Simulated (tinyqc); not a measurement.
Surface Green function of a dimerised chain, Sancho-Rubio decimation: one step of the calculation.

A semi-infinite lead of cells 0, 1, 2, ... with H0 inside a cell and H1 = <cell i|H|cell i + 1>. Cell A, B with A at the surface; -t1 joins A and B, -t2 joins B to the next A. z = E + i eta.

Problem. Self-energy, Dyson check and densities of states. Sigma = H1 g_s H1^dagger is what the lead adds to one more cell, and (z - H0 - Sigma)^(-1) must give g_s back. Densities of states: -Im of the diagonals over pi.

Inputs (values chosen for the exercise): energy E = 1.82 eV; broadening eta = 0.0002 eV.

H0 (eV):
```
	A	B
A	0	-0.76
B	-0.76	0
```

H1 (eV):
```
	A	B
A	0	0
B	-1	0
```

converged surface Green function g_s (1/eV):
```
	A	B
A	0.7963347-0.0003025i	-0.5912227+0.0005148i
B	-0.5912227+0.0005148i	1.4158228-0.0010771i
```

converged bulk Green function (1/eV):
```
	A	B
A	2.1766583-0.0036928i	-1.6160151+0.0035349i
B	-1.6160151+0.0035349i	2.1766583-0.0036928i
```

Find: Sigma; (z - H0 - Sigma)^(-1); surface density of states; bulk density of states.

Solution.

Sigma (eV):
```
	A	B
A	0.0000+0.0000i	0.0000+0.0000i
B	0.0000+0.0000i	0.7963-0.0003i
```

(z - H0 - Sigma)^(-1) (1/eV):
```
	A	B
A	0.796+0.000i	-0.591+0.001i
B	-0.591+0.001i	1.416-0.001i
```

```
orbital	surface density of states (1e-4 1/eV)	bulk density of states (1e-3 1/eV)
A	0.963	1.175
B	3.429	1.175
```

Numbers from tinyqc (`OMP_NUM_THREADS=1 python tinyqc.py 2680003 2680004 out.jsonl`; about 0.01 s on one thread of a shared Intel Xeon 2.30GHz).
